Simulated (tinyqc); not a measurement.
# Worked calculation: a square-lattice strip 3 sites wide in a magnetic flux, recursive Green functions

tinyqc, about 0.02 s, one thread, Intel Xeon 2.30GHz (shared host): `OMP_NUM_THREADS=1 python tinyqc.py 2660125 2660126 out.jsonl` Printed values are rounded.

The device has N = 4 slices of 3 site(s), nearest-neighbour hopping -t, and site energies U; the leads are semi-infinite continuations with site energy 0 and no flux. The hopping from slice i to i + 1 inside the device carries the phase exp(2 pi i f j) on row j = 1, 2, ...: V = <i+1|H|i> = -t diag(exp(2 pi i f j)).

Inputs (values chosen for the exercise): hopping (matrix element -t) t = 1 eV; site energies, slice by slice (3 a slice) U = [-0.57, -0.09, 0.62, -0.59, 0.36, -0.65, -0.24, 0.37, -0.71, 0.12, 0.03, -0.21] eV; energy E = -0.38 eV; magnetic flux through each plaquette inside the device f = 0.17 h/q.

## Self-energy of the leads

Transverse modes n = 1..3: chi_n(j) = sqrt(2/4) sin(pi n j/4), energy e_n = -2 t cos(pi n/4). Sigma = t^2 sum_n chi_n chi_n^T g(E - e_n), g(x) = (x - i sqrt(4 t^2 - x^2))/(2 t^2) for |x| < 2 t and (x - sign(x) sqrt(x^2 - 4 t^2))/(2 t^2) otherwise; Gamma = i (Sigma - Sigma^dagger); both leads give the same.

Sigma (eV):

|  | 1 | 2 | 3 |
|---|---|---|---|
| 1 | -0.190000-0.815326i | 0.500000-0.146409i | 0.000000+0.166458i |
| 2 | 0.500000-0.146409i | -0.190000-0.648867i | 0.500000-0.146409i |
| 3 | 0.000000+0.166458i | 0.500000-0.146409i | -0.190000-0.815326i |

Gamma (eV):

|  | 1 | 2 | 3 |
|---|---|---|---|
| 1 | 1.63065 | 0.29282 | -0.33292 |
| 2 | 0.29282 | 1.29773 | 0.29282 |
| 3 | -0.33292 | 0.29282 | 1.63065 |

open modes = 3

## Hopping between slices

V = -t diag(exp(2 pi i f j)), j = 1, 2, ...

V (eV):

|  | 1 | 2 | 3 |
|---|---|---|---|
| 1 | -0.481754-0.876307i | 0.000000+0.000000i | 0.000000+0.000000i |
| 2 | 0.000000+0.000000i | 0.535827-0.844328i | 0.000000+0.000000i |
| 3 | 0.000000+0.000000i | 0.000000+0.000000i | 0.998027+0.062791i |

## Slice 1

Forward pass: g_1 = (E - H_1 - Sigma)^(-1), g_i = (E - H_i - V g_(i-1) V^dagger)^(-1), with Sigma also subtracted on the last slice; G_(i,1) = g_i V G_(i-1,1), starting from g_1. H_i is the block of slice i: its site energies on the diagonal and -t between neighbouring rows.

g_1 (1/eV):

|  | 1 | 2 | 3 |
|---|---|---|---|
| 1 | 0.173043-0.829026i | 0.522552+0.185619i | -0.027801+0.145487i |
| 2 | 0.522552+0.185619i | -0.231327-0.810411i | 0.345500-0.301682i |
| 3 | -0.027801+0.145487i | 0.345500-0.301682i | -0.406336-0.527068i |

## Slice 2

As before.

g_2 (1/eV):

|  | 1 | 2 | 3 |
|---|---|---|---|
| 1 | 0.341559-0.866416i | 0.360913+0.005839i | -0.581674+0.000740i |
| 2 | 0.227892-0.472075i | -0.202966-0.395687i | 0.368220+0.375357i |
| 3 | 0.094838+0.463483i | 0.240136+0.043563i | 0.661201-0.658342i |

G_(2,1) (1/eV):

|  | 1 | 2 | 3 |
|---|---|---|---|
| 1 | 0.11900+0.58202i | -1.00633-0.03793i | 0.20308+0.01883i |
| 2 | -0.35889+0.37431i | 0.02963+0.31927i | -0.08486-0.30026i |
| 3 | -0.00181-0.29576i | 0.11815-0.60999i | -0.57177-0.17043i |

## Slice 3

As before.

g_3 (1/eV):

|  | 1 | 2 | 3 |
|---|---|---|---|
| 1 | -0.146170-0.790653i | 0.591651-0.633039i | -0.085053+0.102839i |
| 2 | 0.411977+0.106642i | -0.080879-0.508871i | 0.576984-0.357223i |
| 3 | 0.738425+0.347194i | 0.872117-0.171793i | 0.154400-0.997136i |

G_(3,1) (1/eV):

|  | 1 | 2 | 3 |
|---|---|---|---|
| 1 | 0.050623-0.055242i | 0.955585-0.515670i | -0.300568+0.188057i |
| 2 | 0.377963-0.390259i | 0.016591-0.140864i | -0.431452+0.154807i |
| 3 | 0.370404+0.228746i | -0.280567+0.651179i | -0.563066+0.333719i |

## Slice 4

As before.

g_4 (1/eV):

|  | 1 | 2 | 3 |
|---|---|---|---|
| 1 | -0.191050-0.613625i | 0.436822+0.336112i | -0.365306-0.044838i |
| 2 | 0.160629+0.064956i | -0.109191-0.697203i | 0.295563+0.257692i |
| 3 | 0.198821-0.278893i | -0.035755+0.079084i | -0.054600-0.636911i |

G_(4,1) (1/eV):

|  | 1 | 2 | 3 |
|---|---|---|---|
| 1 | 0.006576-0.333190i | -0.059532+0.379631i | 0.078959-0.144013i |
| 2 | -0.324769+0.304543i | -0.416430+0.036820i | 0.112289+0.006863i |
| 3 | 0.167708-0.214417i | 0.085607+0.301681i | 0.299406+0.279081i |

## Transmission and its channels

T(E) = Tr[Gamma G_(N,1) Gamma G_(N,1)^dagger]. The non-zero eigenvalues T_n of the matrix under the trace are the channel transmissions; Fano factor sum T_n (1 - T_n)/sum T_n.

T(E) = 1.91981
T_n: [0.889363, 0.760999, 0.269448]
Fano factor = 0.248526

With 3 open mode(s) in the leads T(E) cannot exceed 3. Inverting the whole matrix gives the same value.
